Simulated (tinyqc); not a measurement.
## Conversion gain and read noise from the photon-transfer curve

Problem. Temporal variance = CG x mean output + vn^2 (dark signal removed), CG = q As/Cf. Find CG, vn, the read noise in electrons and Cf.

Values chosen for this exercise: source-follower gain As = 0.94.

Constants: q = 1.602176634e-19 C. Results are converted to the units shown.

temporal variance at mean outputs of 75 and 450 mV (mV^2): [13.06725548, 77.98303289]

Answer. Poisson statistics make the slope equal to CG; the intercept is vn^2.

CG = 173 uV/electron
vn = 290 uV
read noise = 1.68 electrons
Cf = 0.870 fF

tinyqc, about 0.01 s, one thread, Intel Xeon 2.30GHz (shared host): `OMP_NUM_THREADS=1 python tinyqc.py 2630014 2630015 out.jsonl`
